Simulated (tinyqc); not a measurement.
Inside a calculation. Method: tight binding, honeycomb lattice. Computed by tinyqc, a small Python program that keeps every step. Settings: t1 = 2.02, t2 = 0, phi = 0, delta = 0, points = 7. Command: `OMP_NUM_THREADS=1 python tinyqc.py 21456 21457 out.jsonl` (the two numbers bound the seeds that draw the settings). One thread of a shared host (Intel(R) Xeon(R) Processor @ 2.60GHz), about 0.01 s of CPU time with the checks.

## Bloch Hamiltonian at k

Parameters chosen for this model:
```
parameter     value                        unit
t1         2.020000                 eV, nearest
t2                0       eV, second neighbours
phi               0  rad, phase of t2 (Haldane)
delta             0          eV, +/- on A and B
```

k point k (fractions of the reciprocal vectors): [-0.100000, 0.360000]

H_AB = -t1 (1 + exp(-i k.a1) + exp(-i k.a2)); H_AA = delta - 2 t2 sum cos(k.b + phi), H_BB = -delta - 2 t2 sum cos(k.b - phi), b = a1, a2 - a1, -a2.

H(k) at k (eV), order A, B:
$$\begin{pmatrix}
0.000000 & -2.366618+0.369111i \\
-2.366618-0.369111i & 0.000000
\end{pmatrix}$$

## Levels at k

Diagonalise the Hermitian matrix.

eigenvalues (eV): [-2.395229, 2.395229]

weights |c|^2 of the basis functions, order A, B:
$$\begin{pmatrix}
0.500000 & 0.500000 \\
0.500000 & 0.500000
\end{pmatrix}$$

## Bloch Hamiltonian at K

k point K (fractions of the reciprocal vectors): [0.333333, 0.666667]

As before.

H(k) at K (eV), order A, B:
$$\begin{pmatrix}
0.000000 & 0.000000 \\
0.000000 & 0.000000
\end{pmatrix}$$

## Levels at K

As before.

eigenvalues (eV): [0.000000, 0.000000]

## Bands along a path

The same steps at evenly spaced points between the labelled ones.

Bands along the path (eV):
```
k             band 1    band 2
G          -6.060000  6.060000
G-K 0.20   -5.710724  5.710724
G-K 0.40   -4.723288  4.723288
G-K 0.60   -3.268429  3.268429
G-K 0.80   -1.597705  1.597705
K                  0         0
K-M 0.20   -0.683288  0.683288
K-M 0.40   -1.248429  1.248429
K-M 0.60   -1.670724  1.670724
K-M 0.80   -1.931716  1.931716
M          -2.020000  2.020000
M-K' 0.20  -1.931716  1.931716
M-K' 0.40  -1.670724  1.670724
M-K' 0.60  -1.248429  1.248429
M-K' 0.80  -0.683288  0.683288
K'                 0         0
```

With 1 band(s) filled, the highest filled level on these points lies at K and the lowest empty one at K: the bands touch or overlap, so there is no gap.
